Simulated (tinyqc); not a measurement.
Electron mobility in a silicon inversion layer, empirical terms and Matthiessen rule: one step of the calculation.

Inversion layer of sheet density Ns on a uniformly doped body. The mobility terms are empirical power laws with prefactors chosen for the exercise; adding their inverses (Matthiessen) is itself an approximation.

Problem. Depletion charge and effective field. ni = sqrt(Nc Nv) exp(-Eg/(2 Vt)), Eg in volts; Ndep = sqrt(2 eps0 eps_r Nb (2 Vt ln(Nb/ni) + Vsb)/q); E = q (Ndep + eta Ns)/(eps0 eps_r), in MV/cm.

Values chosen for this exercise; material values close to those of silicon: temperature T = 325 K; band gap Eg = 1.12 eV; relative permittivity of the semiconductor eps_r = 11.7; conduction-band density of states at T Nc = 3.2e19 cm^-3; valence-band density of states at T Nv = 3.03e19 cm^-3; body doping Nb = 1.8e18 cm^-3; reverse body bias Vsb = 0.3 V; weight of the inversion charge in the effective field eta = 0.5; inversion density Ns = 3.5e12 cm^-2.

Constants: q = 1.602176634e-19 C, kB = 1.380649e-23 J/K, Vt = kB T/q, eps0 = 8.8541878128e-14 F/cm where lengths are in cm. Results are converted to the units shown.

Wanted: ni; Ndep; E.

Solution.

ni = 6.4472e10 cm^-3
Ndep = 5.4163e12 cm^-2
E = 1.1083 MV/cm

The depletion charge gives 75.6 % of the field.

Program tinyqc, `OMP_NUM_THREADS=1 python tinyqc.py 2510028 2510029 out.jsonl`; Intel Xeon 2.30GHz, shared host, one thread, about 0.01 s.
